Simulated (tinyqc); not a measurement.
Worked calculation (part 1 of 3): UHF in the 6-31g basis, for H4+, spin multiplicity 2. Computed by tinyqc, a small Python program that keeps every step (integrals from PySCF). Settings: charge = 1, multiplicity = 2, basis = 6-31g, energy threshold = 1e-09, iteration cap = 61, orthogonalisation = canonical, start = core, DIIS depth = 6, method = UHF. Command: `OMP_NUM_THREADS=1 python tinyqc.py 21776 21777 out.jsonl` (the two numbers bound the seeds that draw the settings). One thread of a shared host (Intel(R) Xeon(R) Processor @ 2.60GHz), about 0.1 s of CPU time with the checks. Later iterations appear only in the table of the cycle.

## One-electron integrals

Geometry (angstrom):

| atom | x | y | z |
|---|---|---|---|
| H | 0.0000 | 0.0000 | 0.0000 |
| H | 0.0000 | 0.0000 | 1.6060 |
| H | 0.0000 | 0.0000 | 2.7120 |
| H | 0.0000 | 0.0000 | 4.3170 |

Basis 6-31g: exponents (1/bohr^2) and contraction coefficients of normalised primitives:

| element | l (shell) | exponent | coefficient |
|---|---|---|---|
| H | s (1) | 18.7311 | 0.0335 |
| H | s (1) | 2.8254 | 0.2347 |
| H | s (1) | 0.6401 | 0.8138 |
| H | s (2) | 0.1613 | 1.0000 |

Overlap, kinetic and nuclear-attraction integrals over the contracted functions; the nuclear repulsion is the sum of Za Zb / Rab.

nuclear repulsion = 1.650566 hartree

overlap S:
```
        1H 1s   1H 2s   2H 1s   2H 2s   3H 1s   3H 2s   4H 1s   4H 2s
1H 1s  1.0000  0.6583  0.0369  0.1965  0.0001  0.0212  0.0000  0.0001
1H 2s  0.6583  1.0000  0.1965  0.4758  0.0212  0.1203  0.0001  0.0047
2H 1s  0.0369  0.1965  1.0000  0.6583  0.1912  0.3708  0.0001  0.0212
2H 2s  0.1965  0.4758  0.6583  1.0000  0.3708  0.7031  0.0212  0.1205
3H 1s  0.0001  0.0212  0.1912  0.3708  1.0000  0.6583  0.0370  0.1968
3H 2s  0.0212  0.1203  0.3708  0.7031  0.6583  1.0000  0.1968  0.4763
4H 1s  0.0000  0.0001  0.0001  0.0212  0.0370  0.1968  1.0000  0.6583
4H 2s  0.0001  0.0047  0.0212  0.1205  0.1968  0.4763  0.6583  1.0000
```

kinetic energy T (hartree):
```
         1H 1s    1H 2s    2H 1s    2H 2s    3H 1s    3H 2s    4H 1s    4H 2s
1H 1s   1.3957   0.2597  -0.0398   0.0149  -0.0007  -0.0106   0.0000  -0.0002
1H 2s   0.2597   0.2419   0.0149   0.0581  -0.0106  -0.0120  -0.0002  -0.0029
2H 1s  -0.0398   0.0149   1.3957   0.2597  -0.0138   0.0900  -0.0007  -0.0107
2H 2s   0.0149   0.0581   0.2597   0.2419   0.0900   0.1301  -0.0107  -0.0120
3H 1s  -0.0007  -0.0106  -0.0138   0.0900   1.3957   0.2597  -0.0398   0.0150
3H 2s  -0.0106  -0.0120   0.0900   0.1301   0.2597   0.2419   0.0150   0.0582
4H 1s   0.0000  -0.0002  -0.0007  -0.0107  -0.0398   0.0150   1.3957   0.2597
4H 2s  -0.0002  -0.0029  -0.0107  -0.0120   0.0150   0.0582   0.2597   0.2419
```

nuclear attraction V (hartree):
```
         1H 1s    1H 2s    2H 1s    2H 2s    3H 1s    3H 2s    4H 1s    4H 2s
1H 1s  -2.3004  -1.1683  -0.0653  -0.3487  -0.0003  -0.0364   0.0000  -0.0002
1H 2s  -1.1683  -1.2832  -0.3882  -0.6904  -0.0446  -0.1869  -0.0002  -0.0076
2H 1s  -0.0653  -0.3882  -2.6561  -1.4004  -0.4455  -0.7964  -0.0003  -0.0447
2H 2s  -0.3487  -0.6904  -1.4004  -1.5945  -0.7964  -1.1500  -0.0365  -0.1872
3H 1s  -0.0003  -0.0446  -0.4455  -0.7964  -2.6563  -1.4005  -0.0655  -0.3889
3H 2s  -0.0364  -0.1869  -0.7964  -1.1500  -1.4005  -1.5946  -0.3493  -0.6912
4H 1s   0.0000  -0.0002  -0.0003  -0.0365  -0.0655  -0.3493  -2.3007  -1.1685
4H 2s  -0.0002  -0.0076  -0.0447  -0.1872  -0.3889  -0.6912  -1.1685  -1.2834
```

core Hamiltonian H = T + V (hartree):
```
         1H 1s    1H 2s    2H 1s    2H 2s    3H 1s    3H 2s    4H 1s    4H 2s
1H 1s  -0.9048  -0.9086  -0.1050  -0.3338  -0.0010  -0.0471   0.0000  -0.0004
1H 2s  -0.9086  -1.0413  -0.3733  -0.6323  -0.0552  -0.1989  -0.0004  -0.0105
2H 1s  -0.1050  -0.3733  -1.2604  -1.1406  -0.4593  -0.7063  -0.0010  -0.0553
2H 2s  -0.3338  -0.6323  -1.1406  -1.3526  -0.7064  -1.0199  -0.0472  -0.1992
3H 1s  -0.0010  -0.0552  -0.4593  -0.7064  -1.2606  -1.1407  -0.1054  -0.3739
3H 2s  -0.0471  -0.1989  -0.7063  -1.0199  -1.1407  -1.3527  -0.3343  -0.6329
4H 1s   0.0000  -0.0004  -0.0010  -0.0472  -0.1054  -0.3343  -0.9050  -0.9088
4H 2s  -0.0004  -0.0105  -0.0553  -0.1992  -0.3739  -0.6329  -0.9088  -1.0415
```

## Two-electron integrals

Functions are numbered as in S; the eight-fold symmetry (ij|kl) = (ji|kl) = (kl|ij) leaves the list below.

Two-electron integrals (ij|kl) in chemists' order, unique and non-zero (hartree):
```
(11|11) 1.0766     (21|11) 0.5785     (21|21) 0.3294     (22|11) 0.5874
(22|21) 0.3613     (22|22) 0.4532     (31|11) 0.0229     (31|21) 0.0142
(31|22) 0.0176     (31|31) 0.0012     (32|11) 0.0790     (32|21) 0.0513
(32|22) 0.0723     (32|31) 0.0051     (32|32) 0.0288     (33|11) 0.3294
(33|21) 0.2165     (33|22) 0.3210     (33|31) 0.0229     (33|32) 0.1612
(33|33) 1.0766     (41|11) 0.1612     (41|21) 0.0932     (41|22) 0.1048
(41|31) 0.0051     (41|32) 0.0187     (41|33) 0.0790     (41|41) 0.0288
(42|11) 0.2307     (42|21) 0.1451     (42|22) 0.1917     (42|31) 0.0100
(42|32) 0.0476     (42|33) 0.2307     (42|41) 0.0476     (42|42) 0.1026
(43|11) 0.2165     (43|21) 0.1420     (43|22) 0.2088     (43|31) 0.0142
(43|32) 0.0932     (43|33) 0.5785     (43|41) 0.0513     (43|42) 0.1451
(43|43) 0.3294     (44|11) 0.3210     (44|21) 0.2088     (44|22) 0.3016
(44|31) 0.0176     (44|32) 0.1048     (44|33) 0.5874     (44|41) 0.0723
(44|42) 0.1917     (44|43) 0.3613     (44|44) 0.4532     (51|11) 5.78e-05
(51|21) 3.77e-05   (51|22) 5.41e-05   (51|31) 4.01e-06   (51|32) 2.37e-05
(51|33) 1.36e-04   (51|41) 1.40e-05   (51|42) 3.69e-05   (51|43) 7.72e-05
(51|44) 8.33e-05   (51|51) 1.98e-08   (52|11) 0.0051     (52|21) 0.0034
(52|22) 0.0051     (52|31) 2.98e-04   (52|32) 0.0022     (52|33) 0.0144
(52|41) 0.0012     (52|42) 0.0036     (52|43) 0.0087     (52|44) 0.0105
(52|51) 1.76e-06   (52|52) 3.26e-04   (53|11) 0.0471     (53|21) 0.0310
(53|22) 0.0469     (53|31) 0.0028     (53|32) 0.0214     (53|33) 0.1484
(53|41) 0.0108     (53|42) 0.0334     (53|43) 0.0874     (53|44) 0.1005
(53|51) 1.74e-05   (53|52) 0.0033     (53|53) 0.0337     (54|11) 0.0783
(54|21) 0.0516     (54|22) 0.0782     (54|31) 0.0043     (54|32) 0.0311
(54|33) 0.2019     (54|41) 0.0175     (54|42) 0.0533     (54|43) 0.1270
(54|44) 0.1647     (54|51) 2.46e-05   (54|52) 0.0055     (54|53) 0.0541
(54|54) 0.1034     (55|11) 0.1951     (55|21) 0.1284     (55|22) 0.1951
(55|31) 0.0103     (55|32) 0.0737     (55|33) 0.4739     (55|41) 0.0432
(55|42) 0.1308     (55|43) 0.3063     (55|44) 0.4189     (55|51) 5.78e-05
(55|52) 0.0154     (55|53) 0.1484     (55|54) 0.3153     (55|55) 1.0766
(61|11) 0.0154     (61|21) 0.0091     (61|22) 0.0107     (61|31) 0.0006
(61|32) 0.0023     (61|33) 0.0100     (61|41) 0.0030     (61|42) 0.0053
(61|43) 0.0064     (61|44) 0.0086     (61|51) 1.76e-06   (61|52) 1.42e-04
(61|53) 0.0013     (61|54) 0.0021     (61|55) 0.0051     (61|61) 3.26e-04
(62|11) 0.0441     (62|21) 0.0285     (62|22) 0.0401     (62|31) 0.0023
(62|32) 0.0129     (62|33) 0.0692     (62|41) 0.0098     (62|42) 0.0245
(62|43) 0.0427     (62|44) 0.0539     (62|51) 1.02e-05   (62|52) 0.0012
(62|53) 0.0110     (62|54) 0.0177     (62|55) 0.0441     (62|61) 0.0012
(62|62) 0.0066     (63|11) 0.1084     (63|21) 0.0712     (63|22) 0.1064
(63|31) 0.0069     (63|32) 0.0486     (63|33) 0.3153     (63|41) 0.0254
(63|42) 0.0750     (63|43) 0.1809     (63|44) 0.2008     (63|51) 4.00e-05
(63|52) 0.0053     (63|53) 0.0541     (63|54) 0.0810     (63|55) 0.2019
(63|61) 0.0031     (63|62) 0.0231     (63|63) 0.1034     (64|11) 0.1718
(64|21) 0.1129     (64|22) 0.1688     (64|31) 0.0095     (64|32) 0.0627
(64|33) 0.3755     (64|41) 0.0387     (64|42) 0.1115     (64|43) 0.2337
(64|44) 0.3009     (64|51) 4.97e-05   (64|52) 0.0081     (64|53) 0.0773
(64|54) 0.1379     (64|55) 0.3755     (64|61) 0.0046     (64|62) 0.0341
(64|63) 0.1379     (64|64) 0.2240     (65|11) 0.1284     (65|21) 0.0846
(65|22) 0.1284     (65|31) 0.0068     (65|32) 0.0481     (65|33) 0.3063
(65|41) 0.0284     (65|42) 0.0857     (65|43) 0.1966     (65|44) 0.2674
(65|51) 3.77e-05   (65|52) 0.0091     (65|53) 0.0874     (65|54) 0.1809
(65|55) 0.5785     (65|61) 0.0034     (65|62) 0.0285     (65|63) 0.1270
(65|64) 0.2337     (65|65) 0.3294     (66|11) 0.1951     (66|21) 0.1284
(66|22) 0.1944     (66|31) 0.0102     (66|32) 0.0690     (66|33) 0.4189
(66|41) 0.0431     (66|42) 0.1266     (66|43) 0.2674     (66|44) 0.3659
(66|51) 5.41e-05   (66|52) 0.0107     (66|53) 0.1005     (66|54) 0.2008
(66|55) 0.5874     (66|61) 0.0051     (66|62) 0.0401     (66|63) 0.1647
(66|64) 0.3009     (66|65) 0.3613     (66|66) 0.4532     (72|11) 1.73e-05
(72|21) 1.14e-05   (72|22) 1.73e-05   (72|31) 8.34e-07   (72|32) 5.47e-06
(72|33) 3.23e-05   (72|41) 3.73e-06   (72|42) 1.07e-05   (72|43) 2.13e-05
(72|44) 3.18e-05   (72|52) 9.77e-07   (72|53) 8.77e-06   (72|54) 2.11e-05
(72|55) 6.88e-05   (72|61) 4.32e-07   (72|62) 3.40e-06   (72|63) 1.34e-05
(72|64) 2.93e-05   (72|65) 4.24e-05   (72|66) 5.30e-05   (72|72) 9.16e-09
(73|11) 2.67e-05   (73|21) 1.76e-05   (73|22) 2.67e-05   (73|31) 1.35e-06
(73|32) 9.37e-06   (73|33) 5.81e-05   (73|41) 5.84e-06   (73|42) 1.73e-05
(73|43) 3.80e-05   (73|44) 5.44e-05   (73|51) 7.29e-09   (73|52) 1.88e-06
(73|53) 1.75e-05   (73|54) 4.02e-05   (73|55) 1.37e-04   (73|61) 6.85e-07
(73|62) 5.74e-06   (73|63) 2.47e-05   (73|64) 5.00e-05   (73|65) 7.77e-05
(73|66) 8.38e-05   (73|72) 1.16e-08   (73|73) 2.01e-08   (74|11) 0.0030
(74|21) 0.0019     (74|22) 0.0030     (74|31) 1.39e-04   (74|32) 0.0009
(74|33) 0.0051     (74|41) 0.0006     (74|42) 0.0018     (74|43) 0.0034
(74|44) 0.0051     (74|51) 6.83e-07   (74|52) 1.48e-04   (74|53) 0.0013
(74|54) 0.0032     (74|55) 0.0100     (74|61) 7.26e-05   (74|62) 0.0006
(74|63) 0.0021     (74|64) 0.0047     (74|65) 0.0064     (74|66) 0.0087
(74|72) 1.64e-06   (74|73) 1.78e-06   (74|74) 3.27e-04   (75|11) 0.0056
(75|21) 0.0037     (75|22) 0.0056     (75|31) 2.68e-04   (75|32) 0.0018
(75|33) 0.0103     (75|41) 0.0012     (75|42) 0.0034     (75|43) 0.0068
(75|44) 0.0102     (75|51) 1.35e-06   (75|52) 3.15e-04   (75|53) 0.0028
(75|54) 0.0069     (75|55) 0.0230     (75|61) 1.39e-04   (75|62) 0.0011
(75|63) 0.0043     (75|64) 0.0095     (75|65) 0.0142     (75|66) 0.0177
(75|72) 3.31e-06   (75|73) 4.05e-06   (75|74) 0.0006     (75|75) 0.0012
(76|11) 0.0259     (76|21) 0.0171     (76|22) 0.0259     (76|31) 0.0012
(76|32) 0.0076     (76|33) 0.0432     (76|41) 0.0055     (76|42) 0.0154
(76|43) 0.0285     (76|44) 0.0432     (76|51) 5.81e-06   (76|52) 0.0012
(76|53) 0.0108     (76|54) 0.0254     (76|55) 0.0791     (76|61) 0.0006
(76|62) 0.0047     (76|63) 0.0175     (76|64) 0.0388     (76|65) 0.0514
(76|66) 0.0725     (76|72) 1.41e-05   (76|73) 1.41e-05   (76|74) 0.0030
(76|75) 0.0051     (76|76) 0.0288     (77|11) 0.1226     (77|21) 0.0807
(77|22) 0.1226     (77|31) 0.0056     (77|32) 0.0345     (77|33) 0.1952
(77|41) 0.0259     (77|42) 0.0717     (77|43) 0.1285     (77|44) 0.1952
(77|51) 2.65e-05   (77|52) 0.0053     (77|53) 0.0471     (77|54) 0.1084
(77|55) 0.3296     (77|61) 0.0030     (77|62) 0.0215     (77|63) 0.0784
(77|64) 0.1719     (77|65) 0.2167     (77|66) 0.3211     (77|72) 6.46e-05
(77|73) 5.81e-05   (77|74) 0.0154     (77|75) 0.0230     (77|76) 0.1614
(77|77) 1.0766     (81|11) 6.46e-05   (81|21) 4.01e-05   (81|22) 5.11e-05
(81|31) 3.30e-06   (81|32) 1.46e-05   (81|33) 6.88e-05   (81|41) 1.41e-05
(81|42) 2.92e-05   (81|43) 4.24e-05   (81|44) 5.30e-05   (81|51) 1.16e-08
(81|52) 9.30e-07   (81|53) 8.76e-06   (81|54) 1.34e-05   (81|55) 3.23e-05
(81|61) 1.64e-06   (81|62) 6.89e-06   (81|63) 2.10e-05   (81|64) 2.93e-05
(81|65) 2.12e-05   (81|66) 3.17e-05   (81|74) 4.33e-07   (81|75) 8.37e-07
(81|76) 3.74e-06   (81|77) 1.73e-05   (81|81) 9.16e-09   (82|11) 0.0011
(82|21) 0.0007     (82|22) 0.0011     (82|31) 6.30e-05   (82|32) 4.17e-04
(82|33) 0.0025     (82|41) 2.57e-04   (82|42) 0.0007     (82|43) 0.0016
(82|44) 0.0020     (82|51) 3.30e-07   (82|52) 5.37e-05   (82|53) 0.0005
(82|54) 0.0009     (82|55) 0.0025     (82|61) 3.08e-05   (82|62) 2.26e-04
(82|63) 0.0009     (82|64) 0.0015     (82|65) 0.0016     (82|66) 0.0020
(82|72) 1.94e-07   (82|73) 3.32e-07   (82|74) 3.09e-05   (82|75) 6.33e-05
(82|76) 2.58e-04   (82|77) 0.0011     (82|81) 1.94e-07   (82|82) 9.88e-06
(83|11) 0.0053     (83|21) 0.0035     (83|22) 0.0053     (83|31) 3.14e-04
(83|32) 0.0023     (83|33) 0.0154     (83|41) 0.0012     (83|42) 0.0037
(83|43) 0.0092     (83|44) 0.0108     (83|51) 1.88e-06   (83|52) 3.25e-04
(83|53) 0.0033     (83|54) 0.0054     (83|55) 0.0144     (83|61) 1.48e-04
(83|62) 0.0012     (83|63) 0.0055     (83|64) 0.0081     (83|65) 0.0087
(83|66) 0.0105     (83|72) 9.33e-07   (83|73) 1.78e-06   (83|74) 1.43e-04
(83|75) 3.00e-04   (83|76) 0.0012     (83|77) 0.0051     (83|81) 9.79e-07
(83|82) 5.38e-05   (83|83) 3.27e-04   (84|11) 0.0215     (84|21) 0.0142
(84|22) 0.0215     (84|31) 0.0011     (84|32) 0.0073     (84|33) 0.0442
(84|41) 0.0047     (84|42) 0.0138     (84|43) 0.0285     (84|44) 0.0402
(84|51) 5.71e-06   (84|52) 0.0012     (84|53) 0.0110     (84|54) 0.0231
(84|55) 0.0694     (84|61) 0.0006     (84|62) 0.0044     (84|63) 0.0177
(84|64) 0.0341     (84|65) 0.0428     (84|66) 0.0539     (84|72) 6.90e-06
(84|73) 1.03e-05   (84|74) 0.0012     (84|75) 0.0023     (84|76) 0.0098
(84|77) 0.0442     (84|81) 3.41e-06   (84|82) 2.27e-04   (84|83) 0.0012
(84|84) 0.0066     (85|11) 0.0346     (85|21) 0.0228     (85|22) 0.0346
(85|31) 0.0017     (85|32) 0.0120     (85|33) 0.0738     (85|41) 0.0076
(85|42) 0.0223     (85|43) 0.0482     (85|44) 0.0691     (85|51) 9.33e-06
(85|52) 0.0023     (85|53) 0.0214     (85|54) 0.0486     (85|55) 0.1614
(85|61) 0.0009     (85|62) 0.0073     (85|63) 0.0311     (85|64) 0.0628
(85|65) 0.0934     (85|66) 0.1050     (85|72) 1.47e-05   (85|73) 2.39e-05
(85|74) 0.0023     (85|75) 0.0051     (85|76) 0.0187     (85|77) 0.0791
(85|81) 5.48e-06   (85|82) 4.17e-04   (85|83) 0.0022     (85|84) 0.0129
(85|85) 0.0288     (86|11) 0.0717     (86|21) 0.0472     (86|22) 0.0717
(86|31) 0.0034     (86|32) 0.0223     (86|33) 0.1310     (86|41) 0.0154
(86|42) 0.0441     (86|43) 0.0858     (86|44) 0.1267     (86|51) 1.73e-05
(86|52) 0.0037     (86|53) 0.0334     (86|54) 0.0751     (86|55) 0.2309
(86|61) 0.0018     (86|62) 0.0138     (86|63) 0.0534     (86|64) 0.1117
(86|65) 0.1453     (86|66) 0.1919     (86|72) 2.92e-05   (86|73) 3.72e-05
(86|74) 0.0054     (86|75) 0.0101     (86|76) 0.0478     (86|77) 0.2309
(86|81) 1.07e-05   (86|82) 0.0007     (86|83) 0.0036     (86|84) 0.0245
(86|85) 0.0478     (86|86) 0.1028     (87|11) 0.0807     (87|21) 0.0531
(87|22) 0.0807     (87|31) 0.0037     (87|32) 0.0227     (87|33) 0.1285
(87|41) 0.0170     (87|42) 0.0472     (87|43) 0.0846     (87|44) 0.1284
(87|51) 1.74e-05   (87|52) 0.0035     (87|53) 0.0310     (87|54) 0.0713
(87|55) 0.2167     (87|61) 0.0019     (87|62) 0.0141     (87|63) 0.0516
(87|64) 0.1129     (87|65) 0.1421     (87|66) 0.2089     (87|72) 4.01e-05
(87|73) 3.80e-05   (87|74) 0.0092     (87|75) 0.0142     (87|76) 0.0934
(87|77) 0.5785     (87|81) 1.14e-05   (87|82) 0.0007     (87|83) 0.0034
(87|84) 0.0285     (87|85) 0.0514     (87|86) 0.1453     (87|87) 0.3294
(88|11) 0.1226     (88|21) 0.0807     (88|22) 0.1226     (88|31) 0.0056
(88|32) 0.0345     (88|33) 0.1952     (88|41) 0.0259     (88|42) 0.0716
(88|43) 0.1284     (88|44) 0.1945     (88|51) 2.65e-05   (88|52) 0.0052
(88|53) 0.0469     (88|54) 0.1064     (88|55) 0.3211     (88|61) 0.0030
(88|62) 0.0215     (88|63) 0.0783     (88|64) 0.1689     (88|65) 0.2089
(88|66) 0.3017     (88|72) 5.11e-05   (88|73) 5.44e-05   (88|74) 0.0108
(88|75) 0.0177     (88|76) 0.1050     (88|77) 0.5874     (88|81) 1.73e-05
(88|82) 0.0011     (88|83) 0.0051     (88|84) 0.0402     (88|85) 0.0725
(88|86) 0.1919     (88|87) 0.3613     (88|88) 0.4532
```

## Orthogonalisation

S = U s U^T; canonical form X = U s^(-1/2), so that X^T S X = 1. Each column of U has its largest component positive (the first on a tie).

eigenvalues of S: 0.0826  0.2474  0.3383  0.4045  0.8761  1.4256  1.8041  2.8215

X:
```
             1        2        3        4        5        6        7       8
1H 1s  -0.2654  -0.6544   0.8100   0.5549   0.2864   0.4115   0.3333  0.0997
1H 2s   0.9124   0.9364  -0.7577  -0.3778   0.0409   0.3250   0.3615  0.1625
2H 1s   0.6534   0.5293   0.4000   0.7322  -0.6630  -0.2385   0.1185  0.2171
2H 2s  -2.1735  -0.6601  -0.2964  -0.4998  -0.2171  -0.1380   0.1467  0.3060
3H 1s  -0.6537   0.5286  -0.4006   0.7320   0.6633  -0.2381  -0.1183  0.2172
3H 2s   2.1744  -0.6594   0.2968  -0.4996   0.2171  -0.1377  -0.1466  0.3060
4H 1s   0.2653  -0.6546  -0.8098   0.5547  -0.2868   0.4115  -0.3331  0.0999
4H 2s  -0.9132   0.9367   0.7575  -0.3776  -0.0411   0.3250  -0.3612  0.1628
```

## Starting guess

The start is the orbitals of the core Hamiltonian; D(s) = C_occ C_occ^T for each spin.

D(alpha) at the start:
```
         1H 1s    1H 2s    2H 1s    2H 2s    3H 1s    3H 2s    4H 1s    4H 2s
1H 1s   0.0351   0.0218   0.0695   0.1311  -0.0378  -0.1084  -0.0316  -0.0223
1H 2s   0.0218   0.0146   0.0331   0.0774  -0.0378  -0.0807  -0.0223  -0.0145
2H 1s   0.0695   0.0331   0.2266   0.2929   0.0539  -0.0924  -0.0379  -0.0379
2H 2s   0.1311   0.0774   0.2929   0.5017  -0.0924  -0.3583  -0.1087  -0.0810
3H 1s  -0.0378  -0.0378   0.0539  -0.0924   0.2265   0.2928   0.0696   0.0331
3H 2s  -0.1084  -0.0807  -0.0924  -0.3583   0.2928   0.5016   0.1313   0.0776
4H 1s  -0.0316  -0.0223  -0.0379  -0.1087   0.0696   0.1313   0.0353   0.0219
4H 2s  -0.0223  -0.0145  -0.0379  -0.0810   0.0331   0.0776   0.0219   0.0147
```

D(beta) at the start:
```
         1H 1s    1H 2s    2H 1s    2H 2s    3H 1s    3H 2s    4H 1s    4H 2s
1H 1s   0.0018  -0.0003   0.0158   0.0113   0.0158   0.0113   0.0018  -0.0003
1H 2s  -0.0003   0.0000  -0.0024  -0.0017  -0.0024  -0.0017  -0.0003   0.0000
2H 1s   0.0158  -0.0024   0.1402   0.1002   0.1403   0.1003   0.0159  -0.0024
2H 2s   0.0113  -0.0017   0.1002   0.0716   0.1002   0.0717   0.0113  -0.0017
3H 1s   0.0158  -0.0024   0.1403   0.1002   0.1403   0.1004   0.0159  -0.0024
3H 2s   0.0113  -0.0017   0.1003   0.0717   0.1004   0.0718   0.0114  -0.0017
4H 1s   0.0018  -0.0003   0.0159   0.0113   0.0159   0.0114   0.0018  -0.0003
4H 2s  -0.0003   0.0000  -0.0024  -0.0017  -0.0024  -0.0017  -0.0003   0.0000
```
